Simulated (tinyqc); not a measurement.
# Changing the barrier E1 (vacancy circles the solute)

Model: five-frequency model of solute diffusion by vacancies in an fcc metal. Computed by tinyqc, a small Python program. Command: `OMP_NUM_THREADS=1 python tinyqc.py 3018180 3018181 out.jsonl fivefreq sweep`. One thread of a shared host (Intel(R) Xeon(R) Processor @ 2.30GHz), about 0.01 s of CPU time with the checks.

A vacancy next to the solute exchanges with it (w2), jumps to one of 4 sites that also neighbour the solute (w1) or to one of 7 that do not (w3); w4 is the reverse of w3 and w0 the host jump.

Inputs (values chosen for the exercise, for a model solute in a host close to nickel):
```
quantity                                      value      unit
barrier E0 (host jump)                         1.04        eV
barrier E2 (exchange)                          1.11        eV
barrier E3 (dissociation)                      1.12        eV
binding energy E_b (positive for attraction)  0.098        eV
vacancy formation energy E_f                    1.7        eV
formation entropy S_f                           2.1       k_B
attempt frequency nu                            4.5       THz
lattice constant a                             3.52  angstrom
temperature T                                   915         K
```

Constants: k_B = 8.617333262e-05 eV/K.

Method:
- w_i = nu exp(-E_i/(k_B T)); detailed balance gives E4 = E3 - E_b.
- Manning: with y = w4/w0, 7F = 7 - (10 y^4 + 180.5 y^3 + 927 y^2 + 1341 y)/(2 y^4 + 40.2 y^3 + 254 y^2 + 597 y + 436); f2 = (2 w1 + 7F w3)/(2 w2 + 2 w1 + 7F w3).
- The mean cosine between successive solute jumps follows from f2 = (1 + c)/(1 - c).
- c_v = exp(S_f - E_f/(k_B T)); host D0 = a^2 c_v w0 x 0.7815; solute D2 = a^2 c_v exp(E_b/(k_B T)) w2 f2; 1 angstrom^2 = 1e-16 cm^2.

One run for each value:
```
barrier E1 (vacancy circles the solute) (eV)  correlation factor f2  ratio D2/D0
0.74                                                         0.9911        1.809
0.84                                                         0.9705        1.771
0.94                                                         0.9152        1.670
1.00                                                         0.8609        1.571
1.10                                                         0.7668        1.399
1.20                                                         0.7120        1.299
1.30                                                         0.6916        1.262
1.40                                                         0.6853        1.251
```

Over the rows, correlation factor f2 falls from 0.991 to 0.685 (exponent d ln y / d ln x -0.17 between the first rows and -0.12 between the last); ratio D2/D0 falls from 1.81 to 1.25 (exponent d ln y / d ln x -0.17 between the first rows and -0.12 between the last). Fast circling randomises the direction of the next exchange; when w1 freezes, escape through w3 is the only way left and f2 levels off.
